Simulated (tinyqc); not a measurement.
## Level and coupling from the resonance

Problem. One site of energy u is joined by hoppings -tc to two semi-infinite chains with hopping -t, t = 1 eV, and site energy 0. Each gives Sigma = tc^2 (E - i sqrt(4 t^2 - E^2))/(2 t^2) and Gamma = -2 Im Sigma; T(E) = 1 where E - u - 2 Re Sigma = 0. Find tc and u.

energy of full transmission = -0.62934028 eV
Gamma of one lead at that energy = 0.14883473 eV

Solution. Gamma = tc^2 sqrt(4 t^2 - E^2)/t^2 gives tc, and u = E (1 - tc^2/t^2).

tc = 0.280 eV
u = -0.580 eV

tinyqc, about 0.02 s, one thread, Intel Xeon 2.30GHz (shared host): `OMP_NUM_THREADS=1 python tinyqc.py 2660120 2660121 out.jsonl`
